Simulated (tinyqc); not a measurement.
Sweep of a biaxial (110) strain: strain-driven crossing of the Gamma and L valleys in a germanium-like crystal alloyed with tin.

Biaxial loads: e0 is the in-plane strain e_par and the normal is free. (001): e_perp = -2 (C12/C11) e_par; exx = eyy = e_par, ezz = e_perp, no shear. (111): e_perp = -(2 C11 + 4 C12 - 4 C44)/(C11 + 2 C12 + 4 C44) e_par; exx = eyy = ezz = (2 e_par + e_perp)/3 and exy = eyz = ezx = (e_perp - e_par)/3. (110): e_perp = -(C11 + 3 C12 - 2 C44)/(C11 + C12 + 2 C44) e_par; exx = eyy = (e_par + e_perp)/2, ezz = e_par, exy = (e_perp - e_par)/2, eyz = ezx = 0. Uniaxial loads: a stress along n, scaled so that n.e.n = e0, with exx = s11 sxx + s12 (syy + szz), exy = s44 sxy/2, s11 = (C11 + C12)/((C11 - C12)(C11 + 2 C12)), s12 = -C12/((C11 - C12)(C11 + 2 C12)), s44 = 1/C44.

Edges from the unstrained valence top: Gamma at Eg + ac tr(e); an L valley with unit axis u at EgL + aL tr(e) + XuL (u.e.u - tr(e)/3), u along [111], [1-1-1], [-11-1], [-1-11]; valence edges are the levels of the 6 x 6 matrix of X, Y, Z times spin with -Dso/3 + l exx + m (eyy + ezz) on the diagonal (cyclic), n exy off it, l = av + 2 b, m = av - b, n = sqrt(3) d. Spin-orbit term (Dso/3) L.sigma on X, Y, Z with (L_k)_ij = -i epsilon_kij: <X+|H|Y+> = -i Dso/3, <X+|H|Z-> = Dso/3, <Y+|H|Z-> = -i Dso/3, <Z+|H|X-> = -Dso/3, <Z+|H|Y-> = i Dso/3, <X-|H|Y-> = i Dso/3, and their conjugates; + and - are the spin along z.

With tin the unstrained gaps become E(y) = (1 - y) E + y EgS - CS y (1 - y); all other values are kept.
Constants: kB = 8.617333262e-05 eV/K.

Inputs chosen for the exercise (near those of Ge, gaps at low temperature; shifted at random, so the results belong to these values and not to a real crystal):
```
symbol  value           unit  meaning
Eg      0.9             eV    gap at Gamma to the s-like level
EgL     0.737           eV    gap to L
Dso     0.294           eV    spin-orbit splitting
ac      -8.15           eV    conduction deformation potential
av      1.24            eV    valence hydrostatic potential
b       -2.57           eV    tetragonal shear potential
d       -5.38           eV    trigonal shear potential
aL      -1.45           eV    hydrostatic potential of the L edge, Xd + Xu/3
XuL     15.99           eV    uniaxial potential, L
y       0.044                 tin fraction
EgS     (-0.425, 0.11)  eV    Gamma and L gaps of the tin end
CS      (2.39, 1.17)    eV    bowing of the Gamma and L gaps
C11     130.2           GPa
C12     48.6            GPa
C44     66.6            GPa
load    biaxial (110)         kind of strain
mG      0.042           m0    mass at Gamma
mL      0.538           m0    density-of-states mass of the four L valleys together
T       300             K     temperature
```

The valence splitting is the distance of the top two edges. Share in Gamma = mG^(3/2)/(mG^(3/2) + (mL^(3/2)/4) sum_i exp(-(E_Li - E_Gamma)/kT)).

Results:
```
e0 (%),direct gap (eV),indirect gap (eV),Gamma - L (meV),valence splitting (meV),share in Gamma (%)
-0.72,0.814,0.603,211,56,0.00121
-0.27,0.769,0.639,130,23,0.0240
0.17,0.709,0.632,77,15,0.165
0.62,0.620,0.555,65,58,0.343
1.06,0.530,0.476,54,104,0.541
1.51,0.435,0.392,42,153,0.844
1.95,0.340,0.309,31,203,1.30
2.40,0.241,0.222,19,256,2.02
```

The gap stays indirect over the sweep. This load splits the L valleys, and the lowest set changes where e0 changes sign, which bends the column Gamma - L. The direct gap goes from 0.814 to 0.241 eV; of that change -0.121 eV comes from the rise of the valence top through the shear terms and the rest from the volume. The share in Gamma goes from 0.00121 to 2.02 %.

tinyqc: `OMP_NUM_THREADS=1 python tinyqc.py 1050424 1050425 out.jsonl`; about 0.01 s, one thread, shared Intel(R) Xeon(R) Processor @ 2.30GHz.
